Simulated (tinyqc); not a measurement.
Lattice vibrations of a chain, step by step. Computed by tinyqc, a small Python program that keeps every step. Command: `OMP_NUM_THREADS=1 python tinyqc.py 28083 28084 out.jsonl` (the two numbers bound the seeds that draw the settings). One thread of a shared host (Intel(R) Xeon(R) Processor @ 2.60GHz), about 0.01 s of CPU time with the checks.

## Dynamical matrix at q = 0.41

A chain moving along its axis:
```
atom   mass (u)  spring to the next atom (eV/angstrom^2)
1     89.300000                                28.400000
2     74.600000                                21.200000
```

q is in units of 2 pi/a. A spring k from atom i to atom j, n cells on, adds k to Phi_ii and Phi_jj, -k exp(2 pi i q n) to Phi_ij and the conjugate to Phi_ji (for one atom a cell: 2k (1 - cos 2 pi q n)); D_ij = Phi_ij / sqrt(m_i m_j).

D(q) (eV/(angstrom^2 u)):
```
                     1                    2
1             0.555431  -0.128648+0.139176i
2  -0.128648-0.139176i             0.664879
```

## Frequencies

omega^2 are the eigenvalues; wavenumber = 521.4708 sqrt(eigenvalue) 1/cm.

eigenvalues: 0.412886  0.807425

wavenumbers (1/cm): 335.1  468.6

weights |e|^2 of the mass-weighted modes:
```
          mode 1    mode 2
atom 1  0.638704  0.361296
atom 2  0.361296  0.638704
```

## Dispersion and heat capacity

C/k_B per atom = mean over q = (j + 1/2)/80, j = 0..39 and all branches of y^2 e^y/(e^y - 1)^2, y = hc wavenumber / k_B T.

Wavenumbers (1/cm):
```
q           branch 1    branch 2
0.000000    0.000000  576.056648
0.062500   55.632334  573.364025
0.125000  110.678701  565.324231
0.187500  164.542035  552.057225
0.250000  216.589690  533.788504
0.312500  266.080313  510.923212
0.375000  311.894248  484.317292
0.437500  351.177400  456.635188
0.500000  371.068049  440.624289
```

Heat capacity:
```
T (K)  C/k_B per atom
20           0.051421
50           0.130595
100          0.277726
200          0.576664
300          0.754984
600          0.925892
1200         0.980477
```

zero-point energy per atom = 22.672126 meV
